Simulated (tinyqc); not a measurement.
Inside a calculation. Method: Hubbard ring of 4 sites. Computed by tinyqc, a small Python program that keeps every step. Settings: hopping = 1.68, U = 7.3, mixing = 0.5, iteration cap = 74. Command: `OMP_NUM_THREADS=1 python tinyqc.py 21212 21213 out.jsonl` (the two numbers bound the seeds that draw the settings). One thread of a shared host (Intel(R) Xeon(R) Processor @ 2.60GHz), about 0.2 s of CPU time with the checks.

one-body matrix (hopping and site energies) (eV), order 1, 2, 3, 4:
$$\begin{pmatrix}
0.000000 & -1.680000 & 0.000000 & -1.680000 \\
-1.680000 & 0.000000 & -1.680000 & 0.000000 \\
0.000000 & -1.680000 & 0.000000 & -1.680000 \\
-1.680000 & 0.000000 & -1.680000 & 0.000000
\end{pmatrix}$$

U = 7.300000 eV

electrons, up and down: [3, 2]

n(up) at the start (a guess, not normalised): 1 0.750000, 2 0.750000, 3 0.750000, 4 0.750000

n(down) at the start (a guess): 1 0.500000, 2 0.500000, 3 0.500000, 4 0.500000

Each step fills the lowest levels of T + U n(other spin) and sets n(new) = n + mixing (n(out) - n); stop when output and input agree to 1e-8.

Course of the cycle:
```
iteration      E (eV)  largest |n(out) - n(in)|  mean |n_up - n_down|
1          4.23000000                  2.50e-01              0.250000
2          4.82575293                  3.75e-01              0.250000
3          4.53202844                  3.30e-01              0.250000
4          4.70806509                  3.53e-01              0.250000
5          4.58400786                  3.38e-01              0.250000
6          4.67576513                  3.49e-01              0.250000
7          4.60596921                  3.41e-01              0.250000
8          4.65901266                  3.47e-01              0.250000
9          4.61840146                  3.42e-01              0.250000
10         4.64938146                  3.46e-01              0.250000
11         4.62566772                  3.43e-01              0.250000
...               ...                       ...                   ...
64         4.63591499                  3.44e-01              0.250000
65         4.63591498                  3.44e-01              0.250000
66         4.63591499                  3.44e-01              0.250000
67         4.63591498                  3.44e-01              0.250000
68         4.63591498                  3.44e-01              0.250000
69         4.63591498                  3.44e-01              0.250000
70         4.63591498                  3.44e-01              0.250000
71         4.63591498                  3.44e-01              0.250000
72         4.63591498                  3.44e-01              0.250000
73         4.63591498                  3.44e-01              0.250000
74         4.63591498                  3.44e-01              0.250000
```

Can the last value be used, and what does the course show?

Not by the stop rule, although the second column moves by less than 1e-07 over the last three steps. Not converged within 74 iterations: the residual has stopped falling. The lowest mean-field energy found from random starts is 3.49866 eV. Reruns (cap 100 unless said): mixing 0.2: not converged; mixing 0.9: not converged; the original settings with a cap of 400: not converged.
